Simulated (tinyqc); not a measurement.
n-type polysilicon, carrier trapping at grain boundaries: one step of the calculation.

One-dimensional grains of size Lg, uniform ionised doping N, monovalent traps Qt at each boundary at a depth Et below (for electrons) or above (for holes) the band edge there, abrupt depletion of width W on each side of a boundary, Boltzmann statistics. xi is the distance from the band edge at the grain centre to the Fermi level. Trapped charge Qt/(1 + exp((xi + VB - Et)/Vt)) = 2 N W, barrier VB = q N W^2/(2 eps0 eps_r).

Problem. Depletion width, Fermi level and barrier. If the trap equation with xi = Vt ln(NB/N) has a root W < Lg/2, the grain is partly depleted; otherwise W = Lg/2 and the trap equation gives xi = Et - VB + Vt ln(Qt/(N Lg) - 1). N* = Qt/Lg.

Values chosen for this exercise; values of the order met in polycrystalline silicon:
```
symbol   value   unit                                                              meaning
T          300      K                                                          temperature
eps_r     11.7                                                       relative permittivity
NB      2.8e19  cm^-3                               conduction-band density of states at T
Lg          23     nm                                                           grain size
Qt      1.5e12  cm^-2                                     trap density of a grain boundary
Et        0.44     eV  depth of the trap level from the majority band edge at the boundary
N         5e18  cm^-3                                                               doping
```

Constants: q = 1.602176634e-19 C, kB = 1.380649e-23 J/K, Vt = kB T/q, eps0 = 8.8541878128e-14 F/cm where lengths are in cm. Results are converted to the units shown.

Wanted: N*; W; xi; VB; share of traps filled.

Solution.

N* = 6.522e17 cm^-3
W = 1.500 nm
xi = 0.04454 V
VB = 0.008700 V
share of traps filled = 1.000

N is 7.67 N*, and the grain is partly depleted; VB = 0.337 Vt.

Numbers from tinyqc (`OMP_NUM_THREADS=1 python tinyqc.py 2830140 2830141 out.jsonl`; about 0.01 s on one thread of a shared Intel Xeon 2.30GHz).
